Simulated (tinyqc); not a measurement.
# Read current of a NAND string, cells in series solved by shooting: what changes with what

Cells in series, numbered from 0 at the source line (0 V) to the bit line, each followed by a gap resistance Rg. A cell with gate Vg, threshold VT, source Vs and drain Vd passes I = 2 nf K Vt^2 [F(Vs) - F(Vd)]/(1 + th max(Vg - VT, 0)), F(V) = ln^2(1 + exp((Vg - VT - nf V)/(2 nf Vt))). The selected cell has Vg = Vr, the others Vg = Vp.

Values chosen for this exercise; values of the order met in vertical NAND strings:
```
symbol  value    unit                                 meaning
T         300       K                             temperature
K          17  uA/V^2                   gain factor of a cell
nf        1.8                                    slope factor
th       0.06     1/V               mobility reduction factor
Rg         13    kohm     resistance of the gap between cells
Vbl       0.4       V                        bit-line voltage
Vp        6.6       V                            pass voltage
Ve       -0.8       V             threshold of an erased cell
Vh        3.7       V          threshold of the highest state
Vx          3       V          threshold of the selected cell
Is         50      nA                         sensing current
Vr       4.96       V  read voltage on the selected word line
```

Constants: q = 1.602176634e-19 C, kB = 1.380649e-23 J/K, Vt = kB T/q. Results are converted to the units shown.

Each table varies one quantity; the others keep the values above.

## Read current against the number of cells

For a trial current I start at 0 V and, cell by cell, solve for the drain: sqrt(F(Vd)) = sqrt(F(Vs) - I/k), k = 2 nf K Vt^2/(1 + th max(Vg - VT, 0)), Vd = [Vg - VT - 2 nf Vt ln(exp(sqrt F) - 1)]/nf, then add I Rg. The string current is the I for which the last node reaches Vbl. The apparent threshold is the Vr at which I = Is. Background: all other cells erased (VT = Ve) or all in the highest state (VT = Vh); ratio and shift are high over erased and high minus erased. The selected cell is in the middle, cell n/2.

Read current against the number of cells:
columns A: n; B: I, others erased (uA); C: I, others high (uA); D: ratio; E: apparent VT, erased (V); F: apparent VT, high (V); G: background shift (mV)
```
A          B        C       D      E      F      G
8      1.742    1.195  0.6858  3.075  3.079  4.477
16    0.9303   0.6092  0.6548  3.084  3.092  8.989
32    0.4813   0.3076  0.6390  3.101  3.119  18.12
64    0.2449   0.1545  0.6310  3.137  3.174  36.82
96    0.1642   0.1032  0.6283  3.172  3.229  56.21
128   0.1235  0.07746  0.6270  3.208  3.285  77.00
192  0.08261  0.05168  0.6256  3.280  3.559  278.4
```

What does the comparison show?

With erased neighbours the current falls from 1.74 to 0.0826 uA, as n^(-0.91) between the first two rows and n^(-0.99) between the last two (-1 once the series resistance rules). The ratio falls from 0.686 to 0.626 and the background shift rises from 4.48 to 278 mV.

## Effect of the bit-line voltage

Same model as above.

The string has 128 cells and the selected one is cell 64.

Results:
columns A: Vbl (V); B: I, others erased (uA); C: I, others high (uA); D: ratio; E: apparent VT, erased (V); F: apparent VT, high (V); G: background shift (mV)
```
A          B        C       D      E      F      G
0.3  0.09328  0.05952  0.6380  3.209  3.313  103.5
0.4   0.1235  0.07746  0.6270  3.208  3.285  77.00
0.5   0.1534  0.09437  0.6154  3.208  3.284  76.13
0.7   0.2116   0.1249  0.5904  3.208  3.284  76.10
0.8   0.2400   0.1384  0.5769  3.208  3.284  76.10
```

Estimate the missing row, Vbl = 0.6 V.

Computed row:
columns A: Vbl (V); B: I, others erased (uA); C: I, others high (uA); D: ratio; E: apparent VT, erased (V); F: apparent VT, high (V); G: background shift (mV)
```
A         B       C       D      E      F      G
0.6  0.1827  0.1102  0.6032  3.208  3.284  76.10
```

With this row back in the table: As Vbl goes from 0.3 to 0.8 V, the current with erased neighbours rises from 0.0933 to 0.240 uA, that with high neighbours rises from 0.0595 to 0.138 uA and the ratio falls from 0.638 to 0.577. The background shift falls from 104 to 76.1 mV.

Program tinyqc, `OMP_NUM_THREADS=1 python tinyqc.py 2142251 2142252 out.jsonl`; Intel Xeon 2.30GHz, shared host, one thread, about 0.8 s.
